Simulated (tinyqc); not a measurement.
Inputs raised by 5 %, one at a time: Rutherford backscattering from a thin compound film on silicon: kinematics, yields, composition and thickness. Computed by tinyqc, a small Python program. Command: `OMP_NUM_THREADS=1 python tinyqc.py 3001635 3001636 out.jsonl rbs sens`. One thread of a shared host (Intel(R) Xeon(R) Processor @ 2.30GHz), about 0.01 s of CPU time with the checks.

Singly charged helium ions (Z1 = 2, M1 = 4.0026 u) enter at the tilt angle a1 to the normal and leave at a2 = |180 - theta - tilt| in the same plane. The film is A B_x.

Inputs (values chosen for the exercise, modelled on a helium beam on TiN):
```
quantity                                value           unit
beam energy E0                            1.7            MeV
scattering angle theta                    150        degrees
tilt of the sample                          0        degrees
heavy element: Z_A                         22              -
heavy element: mass M_A                  47.9              u
heavy element: stopping eps_A at 2 MeV     77  1e-15 eV cm^2
light element: Z_B                          7              -
light element: mass M_B                    14              u
light element: stopping eps_B at 2 MeV   34.3  1e-15 eV cm^2
atoms of B per atom of A, x              1.03              -
atomic density of the film                109         1/nm^3
film thickness d                           31             nm
collected charge                          9.3   microcoulomb
detector solid angle                      1.8            msr
detector resolution (FWHM)                 11            keV
```

Constants: e^2/(4 pi eps_0) = 14.39964548 eV angstrom; e = 1.602176634e-19 C.

Method:
- Kinematic factor K = [(sqrt(M^2 - M1^2 sin^2 theta) + M1 cos theta)/(M + M1)]^2.
- Surface edges lie at K E0; substrate silicon has M = 28.09 u. Mass resolution at M_A = resolution/(E0 dK/dM).
- Stopping per atom eps(E) = eps(2 MeV) (E/2 MeV)^(-0.4) (a law chosen for the exercise); Bragg rule eps_film = (eps_A + x eps_B)/(1 + x); areal density N d, with 1/nm^2 = 0.1 x 1e15/cm^2.
- Width of the signal of element i: [K_i eps(E0)/cos a1 + eps(K_i E0)/cos a2] N d; depth resolution = resolution x d/width of A; energy lost on the way in = eps(E0) N d/cos a1.
- Rutherford cross section in the laboratory frame: sigma = (Z1 Z e^2/(4 pi eps_0 4E))^2 (4/sin^4 theta) (r + cos theta)^2/r, r = sqrt(1 - (M1 sin theta/M)^2), times the screening factor 1 - 0.049 Z1 Z^(4/3)/E (E in keV); 1 angstrom^2 = 1e8 barn.
- Counts = (charge/e) x solid angle x sigma(E_mean) x areal density of the element/cos a1, E_mean = E0 - half the energy lost on the way in; 1 barn = 1e-24 cm^2. The ratio of areas returns x = (Y_B/Y_A)(sigma_A/sigma_B), with the counting error sqrt(1/Y_A + 1/Y_B).

Runs; columns: (1) input moved; (2) from; (3) to; (4) depth resolution (nm); (5) ratio of areas Y_B/Y_A; (6) mass resolution at M_A (u); (7) counting error of x without background (%):
```
(1)                                                      (2)     (3)    (4)      (5)    (6)    (7)
base run                                                   -       -  8.377  0.09118  1.349  2.632
atoms of B per atom of A, x                             1.03  1.0815  8.457  0.09574  1.349  2.607
atomic density of the film (1/nm^3)                      109  114.45  7.978  0.09118  1.349  2.568
film thickness d (nm)                                     31   32.55  8.377  0.09118  1.349  2.568
heavy element: stopping eps_A at 2 MeV (1e-15 eV cm^2)    77   80.85  8.100  0.09118  1.349  2.631
light element: stopping eps_B at 2 MeV (1e-15 eV cm^2)  34.3  36.015  8.248  0.09118  1.349  2.632
detector resolution (FWHM) (keV)                          11   11.55  8.796  0.09118  1.416  2.632
scattering angle theta (degrees)                         150   157.5  8.738  0.09043  1.321  2.725
```

Exponents ln(y'/y) / ln(x'/x):
```
input                                   depth resolution  ratio of areas Y_B/Y_A  mass resolution at M_A  counting error of x without background
atoms of B per atom of A, x                        0.194                   1.000                   0.000                                  -0.199
atomic density of the film                        -1.000                   0.000                   0.000                                  -0.506
film thickness d                                   0.000                   0.000                   0.000                                  -0.506
heavy element: stopping eps_A at 2 MeV            -0.691                   0.000                   0.000                                  -0.004
light element: stopping eps_B at 2 MeV            -0.320                   0.000                   0.000                                  -0.002
detector resolution (FWHM)                         1.000                   0.000                   1.000                                   0.000
scattering angle theta                             0.864                  -0.171                  -0.424                                   0.712
```

To which inputs is each result most sensitive?

Among the inputs moved here: depth resolution answers most in size to atomic density of the film (exponent -1.000), and about equally to detector resolution (FWHM) (+1.000); its exponent is below 0.0005 for film thickness d. Its exponent -1.000 in atomic density of the film: the method measures atoms per area, so depth needs the density. Ratio of areas Y_B/Y_A answers most in size to atoms of B per atom of A, x (exponent +1.000), next to scattering angle theta (-0.171); its exponent is below 0.0005 for atomic density of the film, film thickness d, heavy element: stopping eps_A at 2 MeV, light element: stopping eps_B at 2 MeV, detector resolution (FWHM). Its exponent +1.000 in atoms of B per atom of A, x: areas count atoms. Its exponent 0.000 in film thickness d: both cross sections scale alike with energy. Mass resolution at M_A answers most in size to detector resolution (FWHM) (exponent +1.000), next to scattering angle theta (-0.424); its exponent is below 0.0005 for atoms of B per atom of A, x, atomic density of the film, film thickness d, heavy element: stopping eps_A at 2 MeV, light element: stopping eps_B at 2 MeV. counting error of x without background answers most in size to scattering angle theta (exponent +0.712), next to atomic density of the film (-0.506); its exponent is below 0.0005 for detector resolution (FWHM). Its exponent -0.506 in film thickness d: counting statistics.

Extremes, crossings and ranges named in words are read from the listed rows.
